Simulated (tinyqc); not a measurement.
# Resistance of a source-drain extension with a graded tip: effect of the position under the gate where the fall begins

y runs along the channel, the gate covers y > 0. The doping is N0 for y < y0 and N0 10^(-(y - y0)/la) beyond, uniform over the depth xj. Sheet conductance s(y) = q mu(N) max(N - Nch, 0) xj + (for y > 0) ma Cox Vo, with mu(N) = u0 + (u1 - u0)/(1 + (N/Nr)^au) and Cox = eps0 eox/tox. Current is taken as one-dimensional; depletion of the tip, spreading and the contact are left out. The metallurgical junction lies at yj, where N = Nch.

R_spacer = integral of dy/s from -Ls to 0, R_ov from 0 to yj, R_channel = (Lg - 2 yj)/(ma Cox Vo), R_total = 2 R_spacer + 2 R_ov + R_channel. Electrical length L_eff = ma Cox dR_total/d(1/Vo); R_series = R_total - L_eff/(ma Cox Vo).

Inputs (values chosen for the exercise); mobility law close to that of holes in silicon: relative permittivity of the gate insulator (close to silicon dioxide) eox = 3.9; insulator thickness tox = 3.5 nm; active doping of the extension far from the gate N0 = 2.1e20 cm^-3; lateral abruptness la = 2.9 nm/decade; depth of the extension xj = 19 nm; channel doping Nch = 3.9e17 cm^-3; spacer length Ls = 24 nm; gate overdrive Vo = 0.44 V; mobility of the gate-induced layer ma = 34 cm^2/(V s); mobility at low doping u1 = 470.5 cm^2/(V s); mobility at high doping u0 = 44.9 cm^2/(V s); reference doping Nr = 2.23e17 cm^-3; exponent au = 0.719; gate length Lg = 50 nm.

Constants: q = 1.602176634e-19 C, eps0 = 8.8541878128e-14 F/cm where lengths are in cm. Results are converted to the units shown.

Effect of the position under the gate where the fall begins:
```
y0 (nm)  yj (nm)  R_spacer (ohm um)  R_ov (ohm um)  R_channel (ohm um)  R_total (ohm um)  L_eff (nm)  R_series (ohm um)
-6         1.920              34.70          59.82                3127              3316       47.13              123.2
-4         3.920              14.04          77.96                2856              3040       43.21              112.8
-2         5.920              8.689          83.68                2585              2770       39.22              113.0
0          7.920              7.840          85.16                2314              2500       35.22              114.3
2          9.920              7.840          85.81                2043              2231       31.22              115.6
4          11.92              7.840          86.46                1772              1961       27.22              116.9
6          13.92              7.840          87.11                1501              1691       23.22              118.1
8          15.92              7.840          87.76                1230              1422       19.22              119.4
```

As y0 goes from -6 to 8, R_total falls from 3320 to 1420 ohm um, L_eff falls from 47.1 to 19.2 nm and R_series goes from 123 through a minimum of 113 (at y0 = -4 among the rows listed) to 119 ohm um. More overlap also shortens the channel and adds capacitance, effects on threshold and speed that are left out.

Program tinyqc, `OMP_NUM_THREADS=1 python tinyqc.py 2282102 2282103 out.jsonl`; Intel Xeon 2.30GHz, shared host, one thread, about 0.06 s.
